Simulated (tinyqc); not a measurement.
Random telegraph noise from one oxide trap in a small MOSFET: one step of the calculation.

An acceptor-like trap exchanges electrons with the channel. Inversion charge Q = Cox u, u = n Vt W0(exp((Vg - VT)/(n Vt))), W0 the Lambert function, n = nf, Cox = eps0 eox/tox; linear regime Id = (W/L) mu Q Vd. Relative to threshold the surface potential rises by Vt ln(u/u0) and the oxide voltage by the rest of Vg - VT, with u0 = n Vt W0(1).

Question. Lorentzian spectrum. Spectrum S(f) = 4 dI^2/{(tc + te)[(1/tc + 1/te)^2 + (2 pi f)^2]}; corner fc = (1/tc + 1/te)/(2 pi); variance dI^2 tc te/(tc + te)^2. Give S at f = 0, at fc and at 10 fc.

tc = 0.0093917873 s
te = 0.0056421720 s
dI = 259.77812 nA

Give: fc; S(0); S(fc); S(10 fc); rms current.

Answer.

fc = 45.15 Hz
S(0) = 2.231e-16 A^2/Hz
S(fc) = 1.115e-16 A^2/Hz
S(10 fc) = 2.209e-18 A^2/Hz
rms current = 125.8 nA

The rms value is 0.484 of the step; it reaches its largest share, 1/2, when tc = te.

Range of the model: VT is taken as given; short-channel effects and the uneven flow of current among few electrons are left out.

tinyqc, about 0.01 s, one thread, Intel Xeon 2.30GHz (shared host): `OMP_NUM_THREADS=1 python tinyqc.py 2710061 2710062 out.jsonl`
